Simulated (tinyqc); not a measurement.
MOSFET in the linear regime without short-channel effects, parameter extraction from computed curves: one step of the calculation.

Inversion charge Q = Cox n Vt W0(exp((Vg - VT)/(n Vt))), W0 the Lambert function and n = nf; u = Q/Cox; mobility mu = mu0/(1 + th1 u + th2 u^2); channel resistance Rch = (L - dL)/(W mu Q); Id = Vd/(Rch + Rsd/W). Cox = eps0 eox/tox. Small Vd, no channel-length or drain effects.

Problem. The Y function. Y_i = Id_i/sqrt(gm_i). For Id = beta Vd x/(1 + th x), x = Vg - VT, Y = sqrt(beta Vd) x whatever th. Slope s from points 4 and 7; VT_Y = Vg - Y/s at point 7; beta = s^2/Vd; mobility beta L/(W Cox) with the drawn L; th* = (beta Vd x/Id - 1)/x at point 7.

Inputs (values chosen for the exercise); channel values of the order met in silicon transistors:
- eox = 3.9 (relative permittivity of the gate insulator (close to silicon dioxide))
- tox = 1.5 nm (insulator thickness)
- mu0 = 240 cm^2/(V s) (low-field mobility)
- th2 = 0.16 1/V^2 (second mobility attenuation factor)
- W = 1 um (gate width)
- L = 0.41 um (drawn gate length)
- dL = 0.007 um (drawn less effective length)
- Vd = 0.05 V (drain voltage)

Constants: eps0 = 8.8541878128e-14 F/cm where lengths are in cm. Results are converted to the units shown.

```
point  Vg (V)      Id (uA)
0        0.39  0.017878748
1        0.47   0.18609360
2        0.55    1.2791095
3        0.63    4.0502835
4        0.71    7.7890918
5        0.79    11.846084
6        0.87    15.940153
7        0.95    19.944023
8        1.03    23.793069
```

gm, point 1 to 7 (uS): 7.8826925  24.151187  40.687389  48.723752  50.944132  50.612119  49.080728

Find: Y; s; VT_Y; beta; mobility from Y; th*.

Solution.

Y, point 1 to 7 (uA^0.5 V^0.5): 0.06628  0.2603  0.6350  1.116  1.660  2.241  2.847
s = 7.212 uA^0.5 V^-0.5
VT_Y = 0.5553 V
beta = 1040 uA/V^2
mobility from Y = 185.3 cm^2/(V s)
th* = 0.07465 1/V

The mobility from Y is 24 % below mu0 L/(L - dL) = 244 cm^2/(V s), which it should reach in deep inversion when th2 = 0.

Numbers from tinyqc (`OMP_NUM_THREADS=1 python tinyqc.py 2210155 2210156 out.jsonl`; about 0.01 s on one thread of a shared Intel Xeon 2.30GHz).
